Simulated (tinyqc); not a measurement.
## Barrier from its over-barrier resonances

Inverse problem. A flat barrier of width d = 0.6 nm between equal leads transmits fully where k d = n pi, that is at E_n = U + C (n pi/d)^2/m, C = hbar^2/(2 m0), whatever the lead mass. Find m and U.

Constants: q = 1.602176634e-19 C, hbar = 1.054571817e-34 J s, m0 = 9.1093837015e-31 kg, hbar^2/(2 m0) = 0.0380998212 eV nm^2. Results are converted to the units shown.

energies of resonances n = 1 and 2 (eV): [5.0890565, 11.356226]

Solution. The spacing is 3 C (pi/d)^2/m, which gives m; either energy then gives U.

m = 0.500 m0
U = 3.00 eV

Numbers from tinyqc (`OMP_NUM_THREADS=1 python tinyqc.py 2560037 2560038 out.jsonl`; about 0.01 s on one thread of a shared Intel Xeon 2.30GHz).
